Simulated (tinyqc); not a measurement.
Ferroelectric hysteresis, discrete Preisach model: which history is remembered.

25 bistable elements (j, k) switch to +1 when V reaches u_j and to -1 when V falls to -u_k, and keep their state between. P = Ps sum w_jk s_jk. All elements start at -1. No time dependence and no dielectric part.

w_jk is proportional to exp[-(a_j^2 + a_k^2 - 2 cr a_j a_k)/(2 (1 - cr^2))], a_j = (u_j - Vc)/sg, and the weights sum to one. Each row applies its voltages in turn to the starting state.

Inputs (values chosen for the exercise):
- Ps = 18 uC/cm^2 (saturation polarisation)
- Vc = 1.6 V (mean coercive voltage)
- sg = 0.59 V (spread of the switching voltages)
- up = [0.3, 0.9, 1.5, 2.1, 2.7] V (list of the u_j)
- cr = 0 (correlation of up and down voltages)

Final polarisation:

|  | P (uC/cm^2) |
|---|---|
| +2.4 V | 15.41 |
| +1.8, -1.2, +2.4 V | 15.41 |
| +2.4, -1.8 V | -6.04 |
| +2.4, -1.2, +1.2, -1.8 V | -6.04 |
| +3, -1.8, +1.8 V | 9.73 |
| +1.8 V | 5.12 |

What does the table show?

Rows 1 and 2 agree, and so do rows 3 and 4: a larger excursion wipes out the smaller ones before it. Rows 5 and 6 end at the same voltage yet differ by 4.61 uC/cm^2, because row 5 keeps elements set by the earlier full write that the negative pulse did not reach.

tinyqc, about 0.01 s, one thread, Intel Xeon 2.30GHz (shared host): `OMP_NUM_THREADS=1 python tinyqc.py 2860056 2860057 out.jsonl`
